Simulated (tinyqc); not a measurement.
Inside a calculation. Method: coherent transport through a tight-binding region between two chains. Computed by tinyqc, a small Python program that keeps every step. Settings: temperature = 77, mu = 0.48. Command: `OMP_NUM_THREADS=1 python tinyqc.py 27061 27062 out.jsonl` (the two numbers bound the seeds that draw the settings). One thread of a shared host (Intel(R) Xeon(R) Processor @ 2.60GHz), about 0.09 s of CPU time with the checks.

## Transmission at E = 0.68 eV

H of the central region (eV):
```
,1,2
1,0.000000,-2.290000
2,-2.290000,0.000000
```

Leads: semi-infinite chains with site energy 0:
```
parameter,value
lead hopping t (eV),2.900000
coupling to the left lead (eV),1.120000
coupling to the right lead (eV),1.320000
left contact site,1
right contact site,2
```

E = 0.680000 eV

Surface Green function g = (E - i sqrt(4 t^2 - E^2)) / (2 t^2); self-energy tc^2 g on each contact site; G = (E - H - Sigma)^(-1); Gamma = -2 Im Sigma; T = Gamma_L Gamma_R |G_LR|^2; local density of states -Im G_ii / pi.

g = 0.040428-0.342449i 1/eV

G (1/eV):
```
,1,2
1,-0.103005-0.129442i,0.440706+0.054893i
2,0.440706+0.054893i,-0.110808-0.097754i
```

local density of states (1/eV): 0.041203  0.031116

transmission = 0.202218

## Transmission across the band

The same steps on a grid of energies.

T(E):
```
E (eV),T
-5.51000000,0.001331
-4.95900000,0.006280
-4.40800000,0.018692
-3.85700000,0.054573
-3.30600000,0.185182
-2.75500000,0.708400
-2.20400000,0.808906
-1.65300000,0.398153
-1.10200000,0.248128
-0.55100000,0.194131
0.00000000,0.179955
0.55100000,0.194131
1.10200000,0.248128
1.65300000,0.398153
2.20400000,0.808906
2.75500000,0.708400
3.30600000,0.185182
3.85700000,0.054573
4.40800000,0.018692
4.95900000,0.006280
5.51000000,0.001331
```

levels of the isolated region (eV): -2.290000  2.290000

## Current

I = (2e/h) int T(E) [f(E - mu - V/2) - f(E - mu + V/2)] dE at 77 K with mu = 0.48 eV, the bias not changing H; 2e^2/h = 77.48092 microsiemens; the integral runs over the band on 4001 points.

Current:
```
V (volt),I (microampere)
0.010000,0.147658
0.050000,0.738333
0.100000,1.476939
0.200000,2.956066
0.400000,5.929732
0.800000,12.003268
```
